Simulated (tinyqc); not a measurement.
The diagram with and without ligand: potential-pH (Pourbaix) lines of a metal, its cation, its oxide and an oxyanion, with a complexing ligand. Computed by tinyqc, a small Python program. Command: `OMP_NUM_THREADS=1 python tinyqc.py 3005684 3005685 out.jsonl pourb walk`. One thread of a shared host (Intel(R) Xeon(R) Processor @ 2.30GHz), about 0.01 s of CPU time with the checks.

Potentials are against the standard hydrogen electrode; solids and water have unit activity; dG_f of M, H+ and the electron is zero; F = e N_A and s = R T ln(10)/F. The cation carries z = 2.

Inputs (values chosen for the exercise, modelled on tin): dG_f of the cation = -26.92 kJ/mol; dG_f of the oxide = -251.98 kJ/mol; dG_f of the oxyanion = -318.34 kJ/mol; dG_f of water = -237.14 kJ/mol; temperature T = 298.15 K; log10 of the dissolved activity a = -3; log10 of the stability constant beta of ML = 9.2; pKa of HL = 9.2; total ligand c_L = 0.039 mol/L.

Species: M, M2+, MO, MO2(2-).

Constants: R = 8.314462618 J/(mol K); e = 1.602176634e-19 C; N_A = 6.02214076e+23 1/mol.

Method. M2+ + 2e = M; MO + 2H+ + 2e = M + H2O; MO2(2-) + 4H+ + 2e = M + 2H2O. For each, E0 = -dG/(z F), and E = E0 + (s/z) log10 a - (s n_H/z) pH, with no activity term for the oxide. The free ligand is c_L/(1 + 10^(pKa - pH)) (ligand in excess); dissolved metal is a in all, so the free cation is a/alpha, alpha = 1 + beta [L]; the cation line drops by (s/z) log10 alpha.

E0 (V): cation -0.139503, oxide -0.076903, oxyanion 0.808102

s = 0.0591593 V

Lines against the metal (V); the species with the lowest line is stable above it:
```
pH    cation     oxide  oxyanion  stable above  cation with ligand  stable above, ligand
0   -0.22824  -0.07690   0.71936        cation            -0.22873             dissolved
2   -0.22824  -0.19522   0.48273        cation            -0.24866             dissolved
4   -0.22824  -0.31354   0.24609         oxide            -0.30492                 oxide
5   -0.22824  -0.37270   0.12777         oxide            -0.33447                 oxide
6   -0.22824  -0.43186   0.00945         oxide            -0.36404                 oxide
7   -0.22824  -0.49102  -0.10887         oxide            -0.39354                 oxide
8   -0.22824  -0.55018  -0.22719         oxide            -0.42242                 oxide
9   -0.22824  -0.60934  -0.34551         oxide            -0.44650                 oxide
10  -0.22824  -0.66850  -0.46382         oxide            -0.45681                 oxide
12  -0.22824  -0.78682  -0.70046         oxide            -0.45868                 oxide
14  -0.22824  -0.90513  -0.93710      oxyanion            -0.45870              oxyanion
```

What follows from these numbers?

Without ligand the oxide holds 8 of the eleven rows (pH 4 to 12), with it 8 (pH 4, 5, 6, 7, 8, 9, 10, 12). The ligand acts once beta [L] exceeds 1, from pH = pKa - log10(beta c_L) = 1.4 on; its line then falls by at most s/z per pH unit and flattens beyond pKa, 0.230 V below the free cation at most. The oxide line falls faster, by s per pH unit.

Extremes, crossings and ranges named in words are read from the listed rows.
